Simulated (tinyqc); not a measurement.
Wafer and channel orientation: ellipsoidal valleys in the axes of a wafer and a channel.

Valleys with axes a along x, y and z, one whole valley each; inverse mass tensor w = 1/mt + (1/ml - 1/mt) a a. Device axes: z = nz/|nz|, x = nx/|nx|, y = z cross x; in them a = (ax, ay, az). Confinement mass mz = 1/w_zz. In the plane w_ij is replaced by u_ij = w_ij - w_iz w_jz/w_zz (i, j = x, y); density-of-states mass md = 1/sqrt(det u); conductivity mass along x mc = 1/u_xx; ballistic transport mass mx = u_yy/det u, width mass my = 1/u_yy.

Hard walls: E_n = c (n pi/t)^2/mz, c = hbar^2/2m0, n = 1, 2, 3. Non-degenerate share of a valley proportional to md sum_n exp(-E_n/kT); mean 1/mc = sum of share/mc. 1 nm = 10 angstrom.

Constants: hbar^2/2m0 = 3.80998211 eV angstrom^2; kB = 8.617333262e-05 eV/K.

Parameters, chosen for this exercise (near those of the X valleys of AlAs; not measured data): ml = 1.088 m0 (longitudinal mass); mt = 0.199 m0 (transverse mass); t = 5.7 nm (thickness of the film); T = 77 K (temperature).

For each face/channel: the lowest ladder (mz, number of valleys, md, E1, share) and the mean conductivity mass over all valleys.

Results:
```
face/channel     mz  valleys     md  E1 (meV)  share  mean mc
(001)/[100]   1.088        1  0.199      10.6  0.996   0.1993
(111)/[11-2]  0.273        3  0.397      42.3  1.000   0.3181
(210)/[001]   0.575        1  0.274      20.1  0.974   0.1999
(111)/[1-10]  0.273        3  0.397      42.3  1.000   0.3181
(100)/[011]   1.088        1  0.199      10.6  0.996   0.1993
(112)/[11-1]  0.437        1  0.314      26.5  0.929   0.4717
(110)/[1-11]  0.336        2  0.358      34.4  0.982   0.3666
```

What does the comparison show?

The mean conductivity mass is lowest, 0.1993, for (001)/[100] and (100)/[011] and highest, 0.4717, for (112)/[11-1]; the bulk value is 0.2735. The confinement energy is lowest on the face with the heaviest mz ((001), 11 meV). The density of states of the lowest ladder, valleys times md, runs between 0.199 and 1.191; a small value limits the charge through the quantum capacitance.

Program tinyqc; command `OMP_NUM_THREADS=1 python tinyqc.py 1881017 1881018 out.jsonl`; about 0.01 s on one thread of a shared Intel(R) Xeon(R) Processor @ 2.30GHz.
